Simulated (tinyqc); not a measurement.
# Voltage drop against the pad pitch

A grid of 13 by 13 nodes with segments Rx (rows) and Ry (columns); every node draws I1 and the central node kh I1; pads with resistance Rp sit at the nodes whose row and column are multiples of the pitch, counting from 0. The drops u = Vdd - V follow from G u = i, with G the conductance matrix and i the load currents, solved directly.

Values chosen for this exercise:

| symbol | value | unit | meaning |
|---|---|---|---|
| Vdd | 0.7 | V | supply voltage |
| Rx | 0.13 | ohm | resistance of a horizontal segment |
| Ry | 0.11 | ohm | resistance of a vertical segment |
| Rp | 0.36 | ohm | resistance from a pad node to the supply |
| kh | 8 |  | factor on the load at the hot node |
| I1 | 2 | mA | load current of a node in the large grid |

Results:
```
pitch (nodes)	pads	worst drop (mV)	mean drop (mV)	largest drop at a pad (mV)	largest pad current (mA)	worst drop over Vdd (%)
1	169	1.3095	0.74982	1.3095	3.6376	0.18707
2	49	3.4042	2.7464	3.4042	9.4560	0.48631
3	25	6.2191	5.5716	6.1786	17.163	0.88844
6	9	17.597	16.676	16.415	45.597	2.5138
12	4	45.575	42.462	31.680	88.000	6.5107
```

Estimate the missing row, pitch = 4 nodes.

Computed row:
```
pitch (nodes)	pads	worst drop (mV)	mean drop (mV)	largest drop at a pad (mV)	largest pad current (mA)	worst drop over Vdd (%)
4	16	10.474	8.9876	8.6798	24.111	1.4963
```

With this row back in the table: The worst drop goes from 1.31 to 45.6 mV while the number of pads falls from 169 to 4; between the last two rows it goes as pitch^(1.37). The largest drop at a pad is 100 % of the worst drop in the first row and 69.5 % in the last; the rest falls along the wires.

tinyqc, about 0.08 s, one thread, Intel Xeon 2.30GHz (shared host): `OMP_NUM_THREADS=1 python tinyqc.py 2770218 2770219 out.jsonl`
